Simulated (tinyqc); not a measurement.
Worked calculation: short-period [001] superlattice in sp3s* tight binding. Values are carried at full precision from step to step, so a last printed digit may differ when a step is redone from the rounded ones.

sp3s* tight binding, nearest neighbours only: anion (a) at 0, cation (c) at a/4 (1,1,1), orbitals s, px, py, pz, s* on each; k in units of 2 pi/a. With phases e_j = exp(i (pi/2) k.n_j) for n = (1,1,1), (1,-1,-1), (-1,1,-1), (-1,-1,1): g0 = (e1+e2+e3+e4)/4, g1 = (e1+e2-e3-e4)/4, g2 = (e1-e2+e3-e4)/4, g3 = (e1-e2-e3+e4)/4. The diagonal holds the levels Esa, Epa, Exa (s*) and Esc, Epc, Exc. Anion-cation block: <sa|sc> = Vss g0; <sa|xc> = Vsapc g1; <xa|sc> = -Vscpa g1; <xa|xc> = Vxx g0; <xa|yc> = <ya|xc> = Vxy g3, <xa|zc> = <za|xc> = Vxy g2, <ya|zc> = <za|yc> = Vxy g1; <s*a|xc> = Vxapc g1; <xa|s*c> = -Vpaxc g1; y and z take g2 and g3 in place of g1; s-s* and s*-s* vanish.

Values chosen for the exercise (A near a published set for GaAs, B for AlAs; shifted at random, so the results belong to these values and not to a real crystal):
- pA = (-8.342, 1.04, -2.66, 3.661, 8.614, 6.732, -6.435, 1.958, 5.065, 4.491, 5.788, 4.842, 4.809) eV (order Esa, Epa, Esc, Epc, Exa, Exc, Vss, Vxx, Vxy, Vsapc, Vscpa, Vxapc, Vpaxc)
- pB = (-7.548, 0.981, -1.165, 3.587, 7.495, 6.718, -6.659, 1.881, 4.296, 5.102, 5.498, 4.521, 4.987) eV (the same for B)
- dEv = 0.46 eV (valence offset: Ev(B) lies this far below Ev(A))
- n = 2 (monolayers of A)
- m = 1 (monolayers of B)

## Band line-up of the two bulk crystals

Edges on the common scale: Ev, the conduction level at Gamma, the minimum on (kx,0,0) for kx from 0.5 to 1, and the level at X.

Edges (eV):
```
crystal       Ev   Gamma  Delta minimum       X
A         0.0000  1.5388         2.0441  2.0441
B        -0.4600  2.5720         1.8122  1.8421
```

For Gamma electrons A is the well, 1.033 eV deep; for X electrons B is, 0.202 eV deep; holes sit in A.

## Shifted levels

Planes alternate anion, cation along [001], a/4 apart; at zero in-plane momentum s, pz, s* form one block. All levels of A are shifted so that its Ev (lower root of [[Epa, Vxx], [Vxx, Epc]]) is 0, and those of B so that its Ev is -dEv. A monolayer is an anion plane and the cation plane above it; an anion between unlike cations takes the mean of the two anion levels; each bond takes the couplings of its cation. Block from an anion to the cation above: U with Vss/2 (s,s), Vsapc/2 (s,z), -Vscpa/2 (z,s), Vxx/2 (z,z), Vxapc/2 (s*,z), -Vpaxc/2 (z,s*); to the cation below: the same with the s-z and s*-z signs reversed. The cell of n + m monolayers is closed with the phase exp(2 pi i q). No spin-orbit coupling. In this block 2 (n + m) levels are filled.

Parameters in the order Esa, Epa, Esc, Epc, Exa, Exc, Vss, Vxx, Vxy, Vsapc, Vscpa, Vxapc, Vpaxc. Find Ev of each set and shift the levels.

Ev before the shift (eV): A -0.0056, B -0.0042

Levels (eV):
```
plane                  s       p      s*
anion A          -8.3364  1.0456  8.6196
cation A         -2.6544  3.6666  6.7376
anion B          -8.0038  0.5252  7.0392
cation B         -1.6208  3.1312  6.2622
interface anion  -8.1701  0.7854  7.8294
```

## The matrix for n = 2, m = 1 at q = 0

Planes in the order a1, c1, a2, c2, ...; the A cations come first.

H (eV):
```
        sa1     za1     *a1     sc1     zc1     *c1     sa2     za2     *a2     sc2     zc2     *c2
sa1  -8.170       0       0  -3.217   2.245       0       0       0       0       0       0       0
za1       0   0.785       0  -2.894   0.979  -2.405       0       0       0       0       0       0
*a1       0       0   7.829       0   2.421       0       0       0       0       0       0       0
sc1  -3.217  -2.894       0  -2.654       0       0  -3.217   2.894       0       0       0       0
zc1   2.245   0.979   2.421       0   3.667       0  -2.245   0.979  -2.421       0       0       0
*c1       0  -2.405       0       0       0   6.738       0   2.405       0       0       0       0
sa2       0       0       0  -3.217  -2.245       0  -8.336       0       0  -3.217   2.245       0
za2       0       0       0   2.894   0.979   2.405       0   1.046       0  -2.894   0.979  -2.405
*a2       0       0       0       0  -2.421       0       0       0   8.620       0   2.421       0
sc2       0       0       0       0       0       0  -3.217  -2.894       0  -2.654       0       0
zc2       0       0       0       0       0       0   2.245   0.979   2.421       0   3.667       0
*c2       0       0       0       0       0       0       0  -2.405       0       0       0   6.738
sa3       0       0       0       0       0       0       0       0       0  -3.217  -2.245       0
za3       0       0       0       0       0       0       0       0       0   2.894   0.979   2.405
*a3       0       0       0       0       0       0       0       0       0       0  -2.421       0
sc3  -3.329   2.749       0       0       0       0       0       0       0       0       0       0
zc3  -2.551   0.941  -2.260       0       0       0       0       0       0       0       0       0
*c3       0   2.494       0       0       0       0       0       0       0       0       0       0

        sa3     za3     *a3     sc3     zc3     *c3
sa1       0       0       0  -3.329  -2.551       0
za1       0       0       0   2.749   0.941   2.494
*a1       0       0       0       0  -2.260       0
sc1       0       0       0       0       0       0
zc1       0       0       0       0       0       0
*c1       0       0       0       0       0       0
sa2       0       0       0       0       0       0
za2       0       0       0       0       0       0
*a2       0       0       0       0       0       0
sc2  -3.217   2.894       0       0       0       0
zc2  -2.245   0.979  -2.421       0       0       0
*c2       0   2.405       0       0       0       0
sa3  -8.170       0       0  -3.329   2.551       0
za3       0   0.785       0  -2.749   0.941  -2.494
*a3       0       0   7.829       0   2.260       0
sc3  -3.329  -2.749       0  -1.621       0       0
zc3   2.551   0.941   2.260       0   3.131       0
*c3       0  -2.494       0       0       0   6.262
```

## Levels of the small cell

Diagonalise (s, pz, s* block of a cell with n = 2, m = 1; px and py are apart). The lowest 6 levels are filled. Give the share of the cation weight of the lowest empty level that lies on the A cations, c1 and c2.

levels (eV): -12.429  -11.066  -10.884  -5.818  -5.479  -0.151  1.806  2.217  2.235  2.719  2.815  4.516  6.579  8.067  9.305  9.452  10.502  11.104

share on A cations = 0.831

The lowest empty level is number 7, at 1.806 eV.

## Checks

- Cell of two equal monolayers against the bulk levels at Gamma and X: they agree to 1e-10 or better.

Program tinyqc; command `OMP_NUM_THREADS=1 python tinyqc.py 1451656 1451657 out.jsonl`; about 0.5 s on one thread of a shared Intel(R) Xeon(R) Processor @ 2.30GHz.
